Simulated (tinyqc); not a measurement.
Worked calculation: size effects in the resistivity of thin metal films and interconnect lines. Computed by tinyqc, a small Python program that keeps every step. Command: `OMP_NUM_THREADS=1 python tinyqc.py 3000673 3000674 out.jsonl size walk`. One thread of a shared host (Intel(R) Xeon(R) Processor @ 2.30GHz), about 0.01 s of CPU time with the checks. Intermediate numbers are printed to about 7 digits and carried at full precision; extremes and crossings named in words are read from the listed rows.

Electrons lose their drift at surfaces (a share 1 - p of the hits) and at grain boundaries (reflection R), besides bulk scattering. The line sits in a trench with a non-conducting liner on both walls and the bottom; the spacing equals the drawn width.

Inputs (values chosen for the exercise, modelled on tungsten):
```
quantity                                   value         unit
bulk resistivity rho_b                      5.34  microohm cm
bulk mean free path lambda                  15.8           nm
specularity p                               0.13            -
grain-boundary reflection R                 0.44            -
drawn line width w                            21           nm
grain size over metal width                 0.52            -
aspect ratio (height over width)             2.5            -
liner thickness t                            1.5           nm
line length                                   23   micrometre
permittivity of the dielectric k             2.5            -
competitor: rho_b relative to this metal     2.7            -
competitor: lambda relative to this metal   0.35            -
competitor: liner relative to t             0.19            -
```

Geometry: line.

Constants: eps_0 = 8.8541878128e-12 F/m.

## Metal cross-section

Metal width w_m = w - 2t, height h_m = (aspect ratio) w - t, grain size D = (ratio) w_m.

metal width w_m = 18 nm

metal height h_m = 51 nm

grain size D = 9.36 nm

share of the trench filled by metal = 83.26531 %

## Grain boundaries

Mayadas-Shatzkes: alpha = (lambda/D) R/(1 - R); rho_b/rho = 1 - 3 alpha/2 + 3 alpha^2 - 3 alpha^3 ln(1 + 1/alpha).

alpha = 1.326313

rho/rho_b from grains = 2.816681

The linear estimate 1 + 3 alpha/2 gives 2.989, 6 % high; at large alpha the slope is 4/3.

## Surfaces

Fuchs-Sondheimer film: rho_b/rho = 1 - (3/(2 kappa))(1 - p) int_0^1 (s - s^3)(1 - exp(-kappa/s))/(1 - p exp(-kappa/s)) ds, f = rho/rho_b, kappa = thickness/lambda, 80 Gauss-Legendre points. Line: the excess of a film of thickness w_m and of a film of thickness h_m are added, rho/rho_b = 1 + (f(w_m) - 1) + (f(h_m) - 1), an estimate that holds best when both sides exceed lambda.

kappa = w_m/lambda = 1.139241

f(w_m) = 1.340791

f(h_m) = 1.111718

rho/rho_b from surfaces = 1.452510

## Resistance and delay

Total: rho = rho_b [1 + surface excess + grain excess]; resistance per length rho/(w_m h_m); capacitance per length C = 2 k eps_0 (aspect ratio + 1/2), a parallel-plate estimate for two neighbours plus a fixed term for the planes above and below; delay 0.38 R C L^2; effective resistivity per drawn area.

resistivity rho = 17.45748 microohm cm

resistance per length = 190.1686 ohm/micrometre

capacitance per length = 0.1328128 fF/micrometre

RC delay = 5.077128 ps

effective resistivity per drawn area = 20.96609 microohm cm

Of the factor 3.93 over bulk, scattering gives 3.27 and the liner 1.20; within scattering, grain boundaries outweigh surfaces (1.82 against 0.45, grains first).

## A short-path metal as competitor

w_m = w - 2t, h_m = (aspect ratio) w - t, D = (ratio) w_m; rho = rho_b [1 + surface excess + grain excess]. Effective resistivity rho (aspect ratio) w^2/(w_m h_m) for the metal with its liner, for the same metal without liner, and for a competitor with its own rho_b, lambda and liner, and for that competitor with the liner t; p, R, aspect and grain ratios are the same.

Effective resistivity (microohm cm):
```
w (nm)  this metal  without liner  competitor  competitor, liner t
200         6.5971        6.46250    15.54746              15.7905
100         7.9124        7.56395    16.67480              17.2289
50         10.7930        9.75626    18.94624              20.3465
30         15.2531       12.67979    22.03909              25.1070
20         22.0263       16.33006    26.03930              32.2716
14         33.2535       21.00443    31.42655              44.0766
10         54.5590       27.19567    39.06158              66.3258
7         110.6772       36.39676    51.54618             124.2752
5         305.2484       48.52988    70.32425             321.7228
```

The competitor wins below a width between 20.0 and 14.0 nm. In narrow lines rho scales as rho_b lambda/w, and the product rho_b lambda of the competitor is 0.94 times this metal's. At the narrowest width the liner costs this metal a factor 6.29. With the same liner the competitor wins nowhere in the table; at the narrowest width the thinner liner lowers it from 322 to 70.3. Rows with w - 2t below lambda stretch the additive estimate. Metal widths below about 5 nm are outside this semiclassical model.

Checks made by the program: grain-boundary formula against its angular integral 3 int_0^1 c^3/(c + alpha) dc (relative difference below 1e-10).
